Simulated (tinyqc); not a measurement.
From results back to parameters: core-shell quantum dot (spherical envelope functions). Two cases, with inputs chosen for the exercise.

Problem. The lowest electron level was computed from a hidden shell thickness H.

Parabolic bands; strain and other valleys are left out. s states, u = r psi, hard wall at R + H, c = hbar^2/2m0, energies from the band edges of the core. Core: u = sin(k1 r)/k1, k1 = sqrt(m1 E/c). At R, psi and psi'/m are continuous, so u is continuous and its slope in the shell is s = u/R + (m2/m1)(u' - u/R). Shell: u(R + x) = u(R) cos(k2 x) + s sin(k2 x)/k2, k2 = sqrt(m2 (E - V)/c); for negative arguments the functions turn into sinh and cosh. A level has u(R + H) = 0.

Constants: hbar^2/2m0 = 3.80998211 eV angstrom^2.

Case 1.

Values chosen (near those of a CdTe/CdSe core-shell dot; shifted at random, so the results belong to these values and not to a real crystal):
- R = 32 angstrom (core radius)
- Vc = -0.322 eV (conduction edge of the shell above that of the core)
- me1 = 0.099 m0 (electron, core)
- me2 = 0.132 m0 (electron, shell)

E_e = 0.1194620 eV

Case 2.

Values chosen (near those of an InAs/InP core-shell dot; shifted at random, so the results belong to these values and not to a real crystal):
- R = 25 angstrom (core radius)
- Vc = 0.502 eV (conduction edge of the shell above that of the core)
- me1 = 0.031 m0 (electron, core)
- me2 = 0.08 m0 (electron, shell)

E_e = 0.4292509 eV

Find: u(R); s; H.

Solution.

Case 1.

u(R) = 17.546 angstrom
s = -0.4634
H = 11.0 angstrom

u(R) and s follow from E_e; u(R + H) = 0 gives tan(k2 H) = -k2 u(R)/s, with the first positive root.

Case 2.

u(R) = 16.847 angstrom
s = -0.8247
H = 28.0 angstrom

u(R) and s follow from E_e; u(R + H) = 0 gives tanh(kappa H) = -kappa u(R)/s.

Computed by tinyqc, one run a case: `OMP_NUM_THREADS=1 python tinyqc.py N N+1 out.jsonl` with N = 1280714, 1280894; one thread of a shared Intel(R) Xeon(R) Processor @ 2.30GHz, about 0.07 s a run at most.
